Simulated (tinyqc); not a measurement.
# Two-junction solar cell, detailed-balance limit: effects of single changes

The top cell takes all photons above E1, the bottom cell those between E2 and E1. Each cell follows J = Jsc - J0 (exp(V/Vt) - 1) with J0 = q ge Phi(gap, T)/ERE; light emitted by one cell and absorbed by the other is left out. In series both carry one current; wired apart (four terminals) each works at its own maximum power point. Efficiencies are counted against Pin = fs X sigma Ts^4.

Values chosen for this exercise:

| symbol | value | unit | meaning |
|---|---|---|---|
| T | 280 | K | cell temperature |
| Ts | 5778 | K | temperature of the black-body sun |
| fs | 2.16e-5 |  | share of the hemisphere filled by the sun |
| X | 1 |  | concentration |
| ERE | 1 |  | external radiative efficiency |
| ge | 2 |  | number of faces that emit |
| E2 | 1.02 | eV | gap of the bottom cell |
| E1 | 1.79 | eV | gap of the top cell |

Constants: q = 1.602176634e-19 C, kB = 1.380649e-23 J/K, h = 6.62607015e-34 J s, c = 299792458 m/s, Vt = kB T/q. Results are converted to the units shown.

Each table varies one quantity; the others keep the values above.

## Effect of the concentration

Photon flux above E from a black body at temperature T into a hemisphere: Phi(E, T) = A sum_k exp(-k E/th)[E^2 th/k + 2 E th^2/k^2 + 2 th^3/k^3], k = 1, 2, ..., with th = kB T/q in eV and A = 2 pi q^3/(h^3 c^2). J1 = q fs X Phi(E1, Ts), J2 = q fs X [Phi(E2, Ts) - Phi(E1, Ts)], J01 and J02 as above; sigma = 2 pi^5 kB^4/(15 h^3 c^2). In series V(J) = Vt [ln((J1 - J)/J01 + 1) + ln((J2 - J)/J02 + 1)], and J V(J) is largest where V = J Vt [1/(J1 - J + J01) + 1/(J2 - J + J02)]. Apart, each cell has (1 + v) exp(v) = 1 + Jsc/J0 at its maximum power point, v = Vmp/Vt.

Effect of the concentration:

| X | J1 (mA/cm^2) | J2 (mA/cm^2) | series efficiency (%) | four-terminal efficiency (%) |
|---|---|---|---|---|
| 1 | 25.91 | 32.67 | 40.22 | 42.43 |
| 3 | 77.74 | 98.02 | 41.21 | 43.54 |
| 10 | 259.1 | 326.7 | 42.30 | 44.76 |
| 30 | 777.4 | 980.2 | 43.30 | 45.87 |
| 100 | 2591 | 3267 | 44.39 | 47.08 |
| 300 | 7774 | 9802 | 45.39 | 48.20 |
| 1000 | 2.591e4 | 3.267e4 | 46.48 | 49.41 |

What does the table show?

As X goes from 1 to 1000, the series efficiency rises from 40.2 to 46.5 %, and the four-terminal one rises from 42.4 to 49.4 %. Among the rows the two lie closest, 2.2 points apart, at X = 1, where J1/J2 = 0.793; the spread over the rows is 6.26 points in series and 6.98 apart. For X = 100 to 1000 the open-circuit voltage of the bottom cell lies within 6 Vt of its gap, where the Boltzmann form begins to fail.

## Effect of the gap of the top cell

Same model as above.

Results:

| E1 (eV) | J1 (mA/cm^2) | J2 (mA/cm^2) | series efficiency (%) | four-terminal efficiency (%) |
|---|---|---|---|---|
| 1.29 | 45.188 | 13.399 | 16.300 | 37.126 |
| 1.4 | 40.292 | 18.295 | 23.642 | 39.198 |
| 1.52 | 35.369 | 23.218 | 31.814 | 40.810 |
| 1.63 | 31.247 | 27.340 | 39.137 | 41.769 |
| 1.74 | 27.498 | 31.089 | 41.455 | 42.307 |
| 1.96 | 21.066 | 37.521 | 35.466 | 42.403 |
| 2.08 | 18.117 | 40.470 | 32.086 | 42.048 |
| 2.19 | 15.728 | 42.859 | 29.096 | 41.548 |

Estimate the missing row, E1 = 1.85 eV.

Computed row:

| E1 (eV) | J1 (mA/cm^2) | J2 (mA/cm^2) | series efficiency (%) | four-terminal efficiency (%) |
|---|---|---|---|---|
| 1.85 | 24.110 | 34.477 | 38.582 | 42.496 |

With this row back in the table: As E1 goes from 1.29 to 2.19 eV, the series efficiency goes from 16.3 through a maximum of 41.5 (at E1 = 1.74 eV among the rows listed) to 29.1 %, and the four-terminal one goes from 37.1 through a maximum of 42.5 (at E1 = 1.85 eV among the rows listed) to 41.5 %. Among the rows the two lie closest, 0.85 points apart, at E1 = 1.74 eV, where J1/J2 = 0.884; the spread over the rows is 25.2 points in series and 5.37 apart. Current matching makes the series cell the more sensitive one. For E1 = 1.29 to 1.52 eV the top cell has surplus current and is radiative, so luminescent coupling, left out here, would help the series cell.

## Effect of the temperature of the black-body sun

Same model as above.

Effect of the temperature of the black-body sun:

| Ts (K) | J1 (mA/cm^2) | J2 (mA/cm^2) | series efficiency (%) | four-terminal efficiency (%) |
|---|---|---|---|---|
| 4000 | 3.069 | 9.282 | 20.21 | 32.08 |
| 4500 | 6.446 | 14.47 | 26.81 | 36.19 |
| 5000 | 11.91 | 20.81 | 32.77 | 39.28 |
| 5500 | 20.04 | 28.17 | 37.84 | 41.51 |
| 6000 | 31.38 | 36.46 | 41.86 | 43.03 |
| 6500 | 46.50 | 45.55 | 43.67 | 43.99 |
| 7000 | 65.90 | 55.35 | 40.43 | 44.50 |
| 7500 | 90.10 | 65.77 | 36.85 | 44.67 |

As Ts goes from 4000 to 7500 K, the series efficiency goes from 20.2 through a maximum of 43.7 (at Ts = 6500 K among the rows listed) to 36.8 %, and the four-terminal one rises from 32.1 to 44.7 %. Among the rows the two lie closest, 0.32 points apart, at Ts = 6500 K, where J1/J2 = 1.02; the spread over the rows is 23.5 points in series and 12.6 apart. Current matching makes the series cell the more sensitive one. For Ts = 7000 to 7500 K the top cell has surplus current and is radiative, so luminescent coupling, left out here, would help the series cell.

Program tinyqc, `OMP_NUM_THREADS=1 python tinyqc.py 2820119 2820120 out.jsonl`; Intel Xeon 2.30GHz, shared host, one thread, about 0.01 s.
